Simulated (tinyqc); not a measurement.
# From oxide share of the counts back to oxide thickness d

Model: X-ray photoelectron analysis of a thin oxide on a semiconductor: attenuation lengths, thickness, angle series and band offsets. Computed by tinyqc, a small Python program. Command: `OMP_NUM_THREADS=1 python tinyqc.py 3114363 3114364 out.jsonl xps inv`. One thread of a shared host (Intel(R) Xeon(R) Processor @ 2.30GHz), about 0.01 s of CPU time with the checks.

The same element is seen in the oxide and in the substrate, at nearly the same kinetic energy; films are flat and uniform, and the work function is ignored.

Inputs (values chosen for the exercise, modelled on SiO2 on silicon):
```
quantity                                           value     unit
photon energy                                     1486.6       eV
binding energy of the core level                    99.4       eV
oxide density                                       2.19   g/cm^3
oxide formula mass                                 60.08    g/mol
valence electrons per oxide formula                   16        -
oxide gap                                           9.06       eV
substrate density                                   2.33   g/cm^3
substrate formula mass                             28.09    g/mol
valence electrons per substrate formula                4        -
substrate gap                                       1.12       eV
emission angle from the normal                        15  degrees
attenuation length over inelastic mean free path    0.88        -
carbon overlayer                                    0.26       nm
```

Method:
- TPP-2M: lambda = E/(E_p^2 [b ln(c E) - C/E + D/E^2]) in angstrom, E_p = 28.8 sqrt(N_v rho/M), b = -0.10 + 0.944/sqrt(E_p^2 + E_g^2) + 0.069 rho^0.1, c = 0.191/sqrt(rho), U = N_v rho/M, C = 1.97 - 0.91 U, D = 53.4 - 20.8 U, with E = photon energy less binding energy in eV.
- Attenuation length L = factor x lambda.
- R_0 = (rho_o/M_o) L_o/((rho_s/M_s) L_s); peak ratio R = I_ox/I_sub = R_0 [exp(d/(L_o cos theta)) - 1]; hence d = L_o cos theta ln(1 + R/R_0). A carbon layer weakens both peaks alike, by exp(-d_C/(L_o cos theta)) if its L is taken equal to L_o. This R_0 leaves out intrinsic losses from the substrate peak, so calibrated values can be larger.

Question. A run gave the result below. Find the oxide thickness d, known to lie between 3.9 and 7.6 nm.

oxide share of the counts = 0.6373112

Answer.

Each step takes the trial c = (a f_b - b f_a)/(f_b - f_a), f being the result less the target and a, b, c the logarithms of the listed values; c replaces end b, the old b replaces a if the sign of f changed, and otherwise f_a is halved.

Scan of the range:
```
oxide thickness d (nm)  oxide share of the counts
3.90                                     0.553675
4.36                                     0.601102
4.87                                     0.648954
5.44                                     0.696780
6.08                                     0.743797
6.80                                     0.788972
7.60                                     0.830673
```

False position (Illinois rule, in the logarithm of the input) inside the bracket:
```
step    end a    end b    trial  oxide share of the counts
1     4.36000  4.87000  4.74067                   0.637281
2     4.87000  4.74067  4.74100                   0.637311
3     4.87000  4.74100  4.74100                   0.637311
4     4.74100  4.74100  4.74100                   0.637311
```

Oxide share of the counts rises at every point of a 13-point scan of the range (every second point is shown), so one value fits; it is bracketed by 4.36 and 4.87. Answer: oxide thickness d = 4.741 nm.
